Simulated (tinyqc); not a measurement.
Comparisons within one model: impurity band of shallow donors (Hubbard estimate). A value that a table varies takes the place of the one given here.

Constants: e^2/(4 pi eps0) = 14.39964547 eV angstrom.

Parameters, chosen for this exercise (near those of two donors in GaN; shifted at random, so the results belong to these values and not to a real crystal):
- a = 27.6 angstrom (orbital radius)
- eps = 9.5 (dielectric constant)
- Ns = (0.0087, 0.022, 0.052, 0.13, 0.3, 0.65, 1.3) x 1e18/cm^3 (donor densities)
- R = 140 angstrom (separation)

## From lone donors to an impurity band

Donors on a simple cubic lattice of spacing R = N^(-1/3) (1/angstrom^3 = 1e24/cm^3), Ha* = q/(eps a), q = e^2/(4 pi eps0), x = R/a. Hopping t = Ha* (1 + x) exp(-x), band width B = 12 t, on-site repulsion U = (5/8) Ha*; the gap closes near B/U = 1.15. Valley factors and disorder are left out.

Results:

| N (1e18/cm^3) | R (angstrom) | N^(1/3) a | t (meV) | B (meV) | B/U |
|---|---|---|---|---|---|
| 0.0087 | 486.2 | 0.057 | 2.29e-05 | 0.000274 | 7.99e-06 |
| 0.022 | 356.9 | 0.077 | 0.00185 | 0.0222 | 0.000648 |
| 0.052 | 267.9 | 0.103 | 0.0358 | 0.429 | 0.0125 |
| 0.13 | 197.4 | 0.140 | 0.351 | 4.21 | 0.123 |
| 0.30 | 149.4 | 0.185 | 1.57 | 18.9 | 0.549 |
| 0.65 | 115.4 | 0.239 | 4.34 | 52.1 | 1.52 |
| 1.3 | 91.6 | 0.301 | 8.58 | 103 | 3.00 |

B/U passes 1.15 between 0.3 and 0.65 x 1e18/cm^3; the root is x = 4.52, N^(1/3) a = 0.221, N = 0.51 x 1e18/cm^3, below the 0.84 that the empirical rule N^(1/3) a = 0.26 gives; the estimate is rough, since random positions, the overlap of the orbitals and screening are left out. While N grows by 149 times, t grows by 3.75e+05 times.

## What each parameter does (pair of shallow donors (hydrogen-like orbitals))

Each donor has the orbital exp(-r/a); energy unit Ha* = q/(eps a), q = e^2/(4 pi eps0), so that a lone donor is bound by Ha*/2; x = R/a. One electron: S = (1 + x + x^2/3) exp(-x), j = 1/x - (1 + 1/x) exp(-2x), k = (1 + x) exp(-x); levels E(+/-) = -1/2 - (j +/- k)/(1 +/- S) in Ha*, without the repulsion of the ions, split by D = |E(-) - E(+)|.

Two electrons, Heitler-London: with S' = (1 - x + x^2/3) exp(x), C = 1/x - exp(-2x)(1/x + 11/8 + 3x/4 + x^2/6), X = (1/5){exp(-2x)(25/8 - 23x/4 - 3x^2 - x^3/3) + (6/x)[S^2 (0.5772157 + ln x) + S'^2 Ei(-4x) - 2 S S' Ei(-2x)]}, Q = C - 2j + 1/x and A = X - 2 S k + S^2/x, the singlet and triplet lie at (Q +/- w A)/(1 +/- w S^2) from two lone donors, with the valley weight w = 1 (one valley); the exchange is J = triplet - singlet.

x, D = |E(-) - E(+)| and J. Each row changes one parameter from the base and keeps the others.

Results:

| case | x | D (meV) | J (micro-eV) |
|---|---|---|---|
| base | 5.072 | 2.211 | 218 |
| a = 24.8 angstrom | 5.645 | 1.555 | 97.8 |
| eps = 10.5 | 5.072 | 2.001 | 197 |
| R = 161 angstrom | 5.833 | 1.199 | 64.9 |

The largest shifts from the base row, up to three for each result and ties (the steps differ in size, so this ranks the rows, not the parameters). x: R +0.761, a +0.573; unchanged at the printed digits by eps. D (meV): R -1.01, a -0.656, eps -0.211. J (micro-eV): R -153, a -120, eps -20.8.

Computed by tinyqc, a small Python program: `OMP_NUM_THREADS=1 python tinyqc.py 1251532 1251533 out.jsonl` (the numbers bound the seed that draws the inputs); one thread of a shared host (Intel(R) Xeon(R) Processor @ 2.30GHz), about 0.01 s for the whole set of steps.
